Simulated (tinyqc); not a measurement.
Avalanche multiplication and breakdown of a junction from ionisation integrals: one step, computed by the program tinyqc. Command: `OMP_NUM_THREADS=1 python tinyqc.py 3001299 3001300 out.jsonl impact walk`. One thread of a shared host (Intel(R) Xeon(R) Processor @ 2.30GHz), about 0.01 s of CPU time with the checks.

Ionisation coefficients follow the local field. Position x runs through the depletion layer from the p side (x = 0), where electrons enter, to the n side (x = w), where holes enter. The built-in voltage is neglected.

Task: On-resistance of the drift layer. R_on = w/(e mu N) with w the width at breakdown; figure of merit V_B^2/R_on; for a triangular field it equals eps eps_0 mu F_m^3/4.

Inputs (values chosen for the exercise, modelled on germanium): permittivity eps = 16; drift-layer mobility mu = 4000 cm^2/(V s); doping N of the lightly doped side = 1.8e+16 1/cm^3.

Junction: punch-through p+ n- n+.

width at breakdown = 0.76 micrometre

breakdown voltage = 13.94759 V

critical field F_m = 0.2608776 MV/cm

Constants: e = 1.602176634e-19 C; eps_0 = 8.8541878128e-12 F/m.

Give: specific on-resistance; V_B^2/R_on; eps eps_0 mu F_m^3/4.

Result:

specific on-resistance = 0.006588 milliohm cm^2

V_B^2/R_on = 29.53 MW/cm^2

eps eps_0 mu F_m^3/4 = 25.15 MW/cm^2

The punch-through design reaches 1.17 times the triangular value at the same peak field; at fixed F_m the best ratio is 32/27 = 1.185.
